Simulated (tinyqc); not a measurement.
Vertical double-diffused power MOSFET, components of the on-resistance: On-resistance against the temperature.

Stripe cells of pitch Wp + a, two channels a cell. Current flows through the channels, spreads in the accumulation layer, passes the gap between the p bodies and spreads at 45 degrees into the drift layer below them. Low drain voltage, full ionisation.

Triangular field at breakdown with Ec = Kc N^(1/8): BV = eps0 eps_r Ec^2/(2 q N), so N = (eps0 eps_r Kc^2/(2 q BV))^(4/3); W = 2 BV/Ec; mu = mud (T/300 K)^(-bt); rho = 1/(q mu N); ideal resistance rho W. Pitch p = Wp + a, Cox = 3.9 eps0/tox; zero-bias depletion in the gap w0 = sqrt(2 eps0 eps_r Vbi/(q N Nj)), open gap g = a - 2 w0; R_ch = Lc p/(2 mch Cox Vov); R_acc = 0.6 a p/(4 mac Cox Vov), 0.6 being an empirical factor for current leaving the layer along its length; R_gap = (rho/Nj) xp p/g; spreading depth t = min(W, (p - g)/2); R_drift = (rho p/2) ln((g + 2 t)/g) + rho (W - t); R_on = the sum with Rs.

Inputs (values chosen for the exercise); bulk values close to those of gallium nitride:

| symbol | value | unit | meaning |
|---|---|---|---|
| eps_r | 9.27 |  | relative permittivity |
| Kc | 25300 | V/cm per (cm^-3)^(1/8) | critical-field constant |
| BV | 6500 | V | rated breakdown voltage of the drift layer |
| mud | 894 | cm^2/(V s) | drift mobility at 300 K |
| bt | 2.1 |  | temperature exponent of the drift mobility |
| tox | 45 | nm | gate oxide thickness (eps_r 3.9) |
| Vov | 6 | V | gate overdrive |
| mch | 36 | cm^2/(V s) | channel mobility |
| mac | 190 | cm^2/(V s) | accumulation-layer mobility |
| Lc | 0.8 | um | channel length |
| Wp | 3.9 | um | width of the p body in one cell, channels included |
| a | 3.4 | um | gap between neighbouring p bodies |
| xp | 1.8 | um | depth of the p body |
| Nj | 3 |  | doping of the gap over the drift doping |
| Vbi | 3.09 | V | built-in voltage of the body junction |
| Rs | 0.19 | mohm cm^2 | substrate and contact resistance |

Constants: q = 1.602176634e-19 C, eps0 = 8.8541878128e-14 F/cm where lengths are in cm. Results are converted to the units shown.

The same in every row: R_ch (mohm cm^2) = 1.762; R_acc (mohm cm^2) = 0.4256.

On-resistance against the temperature:
```
T (K)  R_gap (mohm cm^2)  R_drift (mohm cm^2)  R_on (mohm cm^2)  ideal (mohm cm^2)  largest term
250               0.7381                20.03             23.14              19.31         drift
290                1.008                27.35             30.74              26.37         drift
330                1.322                35.88             39.58              34.59         drift
370                1.681                45.62             49.68              43.99         drift
410                2.086                56.60             61.06              54.57         drift
450                2.536                68.82             73.73              66.35         drift
490                3.033                82.29             87.70              79.34         drift
```

Read the table: what changes, and by how much?

R_on rises from 23.1 to 87.7 mohm cm^2. The drift term is the largest at T = 250 and in all other rows. R_on is 1.20 times the ideal drift resistance in the first row and 1.11 times in the last. Only the drift mobility depends on T in this model.

Numbers from tinyqc (`OMP_NUM_THREADS=1 python tinyqc.py 2230019 2230020 out.jsonl`; about 0.01 s on one thread of a shared Intel Xeon 2.30GHz).
